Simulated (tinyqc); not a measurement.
All-pass ring resonator: effect of the propagation loss.

A ring of length L = 2 pi Rr coupled to one bus waveguide: round-trip amplitude a = 10^(-al L/20), self-coupling t = sqrt(1 - k2). At detuning d from the resonance the round-trip phase is p = 2 pi d/FSR and the transmission T = (a^2 - 2 a t cos p + t^2)/(1 - 2 a t cos p + a^2 t^2). Lossless coupler, linear absorption only.

FSR = lam^2/(ng L), finesse F = pi sqrt(a t)/(1 - a t), FWHM = FSR/F, Q = lam/FWHM, Tmin = (a - t)^2/(1 - a t)^2, power build-up k2 a^2/(1 - a t)^2, optical bandwidth c/(lam Q).

Parameters, values chosen for the exercise; values close to those of silicon nitride waveguides: cold resonance wavelength lam = 1550 nm; ring radius Rr = 50 um; group index ng = 1.99; power coupling k2 = 0.0088.

Constants: c = 299792458 m/s. Results are converted to the units shown.

The same in every row: t = 0.9956.

Result of one run:

| al (dB/cm) | a | Q | Tmin | build-up | bandwidth (GHz) |
|---|---|---|---|---|---|
| 0.097 | 0.9996 | 2.656e5 | 0.7275 | 388.3 | 0.7281 |

What becomes of these results when the propagation loss al is changed from 0.097 to 0.18 dB/cm, all else the same?

Result of the changed run:

| al (dB/cm) | a | Q | Tmin | build-up | bandwidth (GHz) |
|---|---|---|---|---|---|
| 0.18 | 0.9993 | 2.499e5 | 0.5524 | 343.6 | 0.7740 |

The whole series:

| al (dB/cm) | a | Q | Tmin | build-up | bandwidth (GHz) |
|---|---|---|---|---|---|
| 0.054 | 0.9998 | 2.746e5 | 0.8379 | 415.0 | 0.7044 |
| 0.097 | 0.9996 | 2.656e5 | 0.7275 | 388.3 | 0.7281 |
| 0.18 | 0.9993 | 2.499e5 | 0.5524 | 343.6 | 0.7740 |
| 0.32 | 0.9988 | 2.272e5 | 0.3421 | 283.9 | 0.8513 |
| 0.58 | 0.9979 | 1.944e5 | 0.1269 | 207.7 | 0.9948 |
| 1 | 0.9964 | 1.577e5 | 0.009974 | 136.4 | 1.227 |
| 1.9 | 0.9932 | 1.122e5 | 0.04718 | 68.85 | 1.724 |
| 3.4 | 0.9878 | 7.580e4 | 0.2221 | 31.24 | 2.552 |

As al goes from 0.054 to 3.4 dB/cm, Q falls from 2.75e5 to 75800, Tmin goes from 0.838 through a minimum of 0.00997 (at al = 1 dB/cm among the rows listed) to 0.222 and the build-up falls from 415 to 31.2. The ring is overcoupled (t < a) in 6 of the 8 rows; the dip is deepest where t and a cross.

Computed by the program tinyqc: `OMP_NUM_THREADS=1 python tinyqc.py 2650042 2650043 out.jsonl`, one thread of a shared Intel Xeon 2.30GHz, about 0.01 s for the whole run.
